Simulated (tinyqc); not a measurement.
Inside a calculation. Model: capacitance measurement on a leaky thin oxide: effects of series resistance and leakage.

Numbers from tinyqc (`OMP_NUM_THREADS=1 python tinyqc.py 2022131 2022132 out.jsonl`; about 0.01 s on one thread of a shared Intel Xeon 2.30GHz). Printed values are rounded.

The device is a capacitance C in parallel with a leakage conductance G, in series with Rs and Ls. An impedance meter reports either a parallel pair (Cp, Gp) from Y = 1/Z = Gp + i w Cp or a series pair (Cs, Rm) from Z = Rm + 1/(i w Cs); w = 2 pi f, dissipation D = Gp/(w |Cp|).

Inputs (values chosen for the exercise); values of the order met in thin-oxide MOS capacitors:
```
symbol  value    unit                                                                 meaning
eox       3.9          relative permittivity of the gate insulator (close to silicon dioxide)
tox       1.1      nm                                                     insulator thickness
A         100    um^2                                                               gate area
zc       0.26      nm              oxide-equivalent thickness added by the accumulation layer
zp          0      nm                      oxide-equivalent thickness added by gate depletion
Jg      0.018  A/cm^2              gate leakage current density, not matched to the thickness
Vs       0.16       V                               voltage for an e-fold rise of the leakage
Rs        240     ohm                                                       series resistance
Ls         39      nH                                                       series inductance
f         1e5      Hz                                                     measuring frequency
```

Constants: eps0 = 8.8541878128e-14 F/cm where lengths are in cm. Results are converted to the units shown.

## True capacitance and conductance

EOT = 3.9 tox/eox; CET = EOT + zc + zp; C = 3.9 eps0 A/CET; G = Jg A/Vs.

EOT = 1.1 nm
CET = 1.36 nm
C = 2.53907 pF
G = 0.1125 uS

## What the meter reports

Z = Rs + i w Ls + 1/(G + i w C).

Z = (0.44223-6.23722i) x 1e5 ohm
Cp = 2.53893 pF
Gp = 0.113108 uS
Cs = 2.55169 pF
D = 0.0709025

Cp is within 0.01 % of C and Cs is 0.50 % above it; G Rs = 2.70e-5, w C Rs = 3.83e-4 and G/(w C) = 0.0705.
